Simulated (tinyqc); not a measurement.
Inside a calculation. Model: input admittance of a MOSFET at zero drain bias: distributed channel and distributed gate.

Program tinyqc, `OMP_NUM_THREADS=1 python tinyqc.py 2262043 2262044 out.jsonl`; Intel Xeon 2.30GHz, shared host, one thread, about 0.01 s. Printed values are rounded.

Source and drain grounded, strong inversion, w = 2 pi f, Cox = eps0 eox/tox. The channel is an RC line of resistance 1/(mu Cox Vo) per square fed from both ends, so one finger has the intrinsic admittance y = i w Cox L tanh(g)/g per width, g = (1/2) sqrt(i w tau), tau = L^2/(mu Vo). The vertical resistance rv/L is in series with y, the overlaps 2 i w Cov in parallel: y_t = 1/(1/y + rv/L) + 2 i w Cov. The gate strip is a line of Rsh/L per length loaded by y_t, so a finger has Y = y_t Wf tanh(k)/k, k = (Wf/sd) sqrt(y_t Rsh/L); the device has Nf Y.

Parameters, values chosen for the exercise; values of the order met in silicon radio-frequency transistors: relative permittivity of the gate insulator (close to silicon dioxide) eox = 3.9; insulator thickness tox = 2 nm; channel length L = 0.49 um; finger width Wf = 17 um; number of fingers Nf = 16; channel mobility mu = 290 cm^2/(V s); gate overdrive Vo = 0.38 V; sheet resistance of the gate Rsh = 6.9 ohm/square; vertical resistivity of the gate stack rv = 0 ohm um^2; number of ends at which a finger is contacted sd = 1; overlap and fringe capacitance on each side Cov = 0.38 fF/um; frequency f = 6 GHz.

Constants: eps0 = 8.8541878128e-14 F/cm where lengths are in cm. Results are converted to the units shown.

## Low-frequency resistances and capacitance

Low-frequency limits, with c = Cox L and ct = c + 2 Cov: R_strip = Rsh Wf/(3 sd^2 L Nf), R_ch = (c/ct)^2 L/(12 mu Cox Vo Wf Nf), R_vert = (c/ct)^2 rv/(L Wf Nf), C = ct Wf Nf.

parts (ohm): strip 4.98724, channel 0.664296, vertical 0
sum = 5.65154 ohm
C = 2507.89 fF
1/(2 pi R C) = 11.2291 GHz

The strip term is the largest, 88.2 % of the sum.

## Admittance of the channel and stack per width

tau, g, c = Cox L, y and y_t as defined.

tau = 21.7877 ps
g = 0.320425+0.320425i
c = 8.46018 fF/um
y = 21.683+317.160i uS/um
y_t = 21.683+345.812i uS/um

w tau = 0.821, and Im y is 0.994 of w c.

## Input impedance of the device

k and Y as defined; Z = 1/(Nf Y) = R + 1/(i w C); Q = |Im Z|/R; signal at the point farthest from a contact |1/cosh k|.

k = 0.865539+0.812969i
Nf Y = 36.3890+72.2356i mS
R = 5.56224 ohm
C = 2402.36 fF
Q = 1.98510
signal at the far point = 0.836710

R is 1.6 % below its low-frequency limit and C is 4.2 % below its own.
